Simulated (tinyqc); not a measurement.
# Gate voltage from the surface potential

Inverse problem. At the source end, Vgs + Vsb - Vfb - psi = gamma sqrt(G), G = psi - Vt + Vt exp((psi - 2 phiF - Vsb)/Vt), and the voltage over the insulator is gamma sqrt(G). Find that voltage and Vgs.

Values chosen for this exercise: temperature T = 325 K; flat-band voltage Vfb = -1.3 V; source-body reverse bias Vsb = 0.5 V.

Constants: q = 1.602176634e-19 C, kB = 1.380649e-23 J/K, Vt = kB T/q. Results are converted to the units shown.

psi = 3.4648600 V
phiF = 1.4217589 V
gamma = 0.32421614 V^0.5

Solution. In this direction the relation is explicit: no iteration is needed.

voltage over the insulator = 0.7651 V
Vgs = 2.430 V

Program tinyqc, `OMP_NUM_THREADS=1 python tinyqc.py 2360153 2360154 out.jsonl`; Intel Xeon 2.30GHz, shared host, one thread, about 0.05 s.
